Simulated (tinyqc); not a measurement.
Inside a calculation. Method: coherent transport through a tight-binding region between two chains. Computed by tinyqc, a small Python program that keeps every step. Settings: temperature = 77, mu = -0.23. Command: `OMP_NUM_THREADS=1 python tinyqc.py 31318 31319 out.jsonl` (the two numbers bound the seeds that draw the settings). One thread of a shared host (Intel(R) Xeon(R) Processor @ 2.60GHz), about 0.08 s of CPU time with the checks.

## Transmission at E = -0.3 eV

H of the central region (eV), lower triangle:
```
           1          2          3
1   0.350000
2  -2.170000  -0.790000
3   0.000000  -2.170000  -0.350000
```

Leads: semi-infinite chains with site energy 0:
```
parameter                           value
lead hopping t (eV)              2.040000
coupling to the left lead (eV)   0.770000
coupling to the right lead (eV)  1.070000
left contact site                       1
right contact site                      3
```

E = -0.300000 eV

Surface Green function g = (E - i sqrt(4 t^2 - E^2)) / (2 t^2); self-energy tc^2 g on each contact site; G = (E - H - Sigma)^(-1); Gamma = -2 Im Sigma; T = Gamma_L Gamma_R |G_LR|^2; local density of states -Im G_ii / pi.

g = -0.036044-0.488869i 1/eV

G (1/eV), lower triangle:
```
                     1                   2                    3
1  -0.536840-0.808557i
2   0.197311-0.162525i  0.035451-0.073437i
3   0.492286+0.845256i  0.255513+0.179108i  -0.549983-0.885699i
```

local density of states (1/eV): 0.257372  0.023376  0.281927

transmission = 0.620893

## Transmission across the band

The same steps on a grid of energies.

T(E):
```
E (eV)              T
-3.87600000  0.083243
-3.48840000  0.220275
-3.10080000  0.074834
-2.71320000  0.055325
-2.32560000  0.054117
-1.93800000  0.062683
-1.55040000  0.083621
-1.16280000  0.129390
-0.77520000  0.238878
-0.38760000  0.521926
0.00000000   0.863845
0.38760000   0.551373
0.77520000   0.288193
1.16280000   0.183932
1.55040000   0.146379
1.93800000   0.148121
2.32560000   0.213858
2.71320000   0.640950
3.10080000   0.284493
3.48840000   0.025019
3.87600000   0.002572
```

levels of the isolated region (eV): -3.504455  -0.010135  2.724590

## Current

I = (2e/h) int T(E) [f(E - mu - V/2) - f(E - mu + V/2)] dE at 77 K with mu = -0.23 eV, the bias not changing H; 2e^2/h = 77.48092 microsiemens; the integral runs over the band on 4001 points.

Current:
```
V (volt)  I (microampere)
0.010000         0.544296
0.050000         2.720954
0.100000         5.438596
0.200000        10.849589
0.400000        21.449100
0.800000        40.482407
```
